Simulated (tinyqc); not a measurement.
How errors in the targets pass to the parameters: fitting sp3s* parameters to three gaps by Newton steps.

J:
```
           Esc    Vsapc      Exc
Gamma  0.70057  0.00000  0.00000
X      0.00000  0.49832  0.00000
L      0.39616  0.31530  0.06098
```

The gaps at Gamma, X and L of an sp3s* model are fitted with Esc, Vsapc and Exc; J holds the derivatives of the gaps by these parameters at the start. The change of each parameter for +10 meV on one target is 10 J^-1, in meV.

Shifts (meV):
```
target raised   Esc  Vsapc     Exc
Gamma          14.3    0.0   -92.7
X               0.0   20.1  -103.8
L               0.0    0.0   164.0
```

root sum of squares (meV): Esc 14.3, Vsapc 20.1, Exc 215.1

Independent errors of 10 meV leave Exc least certain (215 meV) and Esc best fixed (14.3 meV). The largest single entry, 164 meV, comes from the target at L.

Computed by tinyqc, a small Python program: `OMP_NUM_THREADS=1 python tinyqc.py 1482710 1482711 out.jsonl` (the numbers bound the seed that draws the inputs); one thread of a shared host (Intel(R) Xeon(R) Processor @ 2.30GHz), about 0.2 s for the whole set of steps.
